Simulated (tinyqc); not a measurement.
# Gate work function from the charge

Inverse problem. For an undoped double gate, Q = 8 eps0 eps_r Vt beta tan(beta)/ts with 0 < beta < pi/2, and at the source (Vg - dphi)/(2 Vt) - ln[(2/ts) sqrt(2 eps0 eps_r Vt/(q ni))] = ln(beta) - ln(cos beta) + 2 r beta tan(beta), r = eps_r tox/(eox ts). Find beta and dphi.

Parameters, values chosen for the exercise; material values close to those of silicon: temperature T = 293 K; relative permittivity of the semiconductor eps_r = 11.7; relative permittivity of the gate insulator eox = 7.52; insulator thickness tox = 3.1 nm; body thickness ts = 15 nm; gate voltage Vg = 0.49 V.

Constants: q = 1.602176634e-19 C, kB = 1.380649e-23 J/K, Vt = kB T/q, eps0 = 8.8541878128e-14 F/cm where lengths are in cm. Results are converted to the units shown.

Qs = 160.42820 nC/cm^2
ni = 9.2119306e9 cm^-3

Solution. beta tan(beta) rises from 0 without bound on the interval, so the charge fixes beta; the second relation is then explicit in dphi.

beta = 0.904
dphi = -0.0200 V

tinyqc, about 0.02 s, one thread, Intel Xeon 2.30GHz (shared host): `OMP_NUM_THREADS=1 python tinyqc.py 2440087 2440088 out.jsonl`
